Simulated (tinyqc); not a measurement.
Vacancy excess varied: nucleation and growth of vacancy voids in a cooling silicon-like crystal. Computed by tinyqc, a small Python program. Command: `OMP_NUM_THREADS=1 python tinyqc.py 3007024 3007025 out.jsonl voids walk`. One thread of a shared host (Intel(R) Xeon(R) Processor @ 2.30GHz), about 0.7 s of CPU time with the checks.

Spherical voids; vacancies are lost only to voids.

Inputs (values chosen for the exercise, for a model crystal):

| quantity | value | unit |
|---|---|---|
| vacancy density at the melting point C_m | 6.5e+14 | 1/cm^3 |
| formation energy E_f | 3.77 | eV |
| melting point T_m | 1685 | K |
| diffusion prefactor D0 | 0.00043 | cm^2/s |
| migration energy E_m | 0.38 | eV |
| site density rho | 5e+22 | 1/cm^3 |
| void surface energy gamma | 0.942 | J/m^2 |
| cooling rate q | 18 | K/min |
| vacancy excess C0 | 4.1e+13 | 1/cm^3 |
| temperature step | 0.125 | K |

Vacancy supply: given.

Constants: k_B = 8.617333262e-05 eV/K; k_B = 1.380649e-23 J/K.

Method:
- C = C0 as given.
- C_e = C_m exp[-(E_f/k_B)(1/T - 1/T_m)]; D = D0 exp(-E_m/(k_B T)); f = k_B T ln(C/C_e); r* = 2 gamma/(rho f); W* = 16 pi gamma^3/(3 rho^2 f^2); Z = f/sqrt(12 pi W* k_B T); I = rho Z (4 pi r* D C) exp(-W*/(k_B T)).
- March down from 1500 K in steps dT, dt = dT/q, with values at the upper end of each step: a class of I dt voids is born with r*; then all classes grow by r^2 += 2 D (C - C_e) dt/rho; C falls by the vacancies added to voids. Stop at 1150 K. T_n is the T of the largest I, N the final count (classes under 1e-6 /cm^3 are dropped), and the mean radius the number average.

initial excess C = 4.10e+13 1/cm^3

At fixed q:

| C (1/cm^3) | T_n (K) | N (1/cm^3) | mean radius (nm) |
|---|---|---|---|
| 1.60e+13 | 1249.000 | 2.3957e+08 | 6.731 |
| 2.50e+13 | 1272.500 | 1.7190e+08 | 8.735 |
| 4.10e+13 | 1299.250 | 1.1884e+08 | 11.663 |
| 6.60e+13 | 1325.875 | 8.3261e+07 | 15.404 |
| 1.00e+14 | 1349.625 | 6.1024e+07 | 19.637 |

What follows from these numbers?

More vacancies nucleate earlier (T_n rises by 101 K) and give fewer, larger voids: N goes as C^-0.75 and the radius as C^0.58, steeper than the -1/2 and +1/2 of the scaling argument at fixed D, because D rises with T_n.

Extremes, crossings and ranges named in words are read from the listed rows.
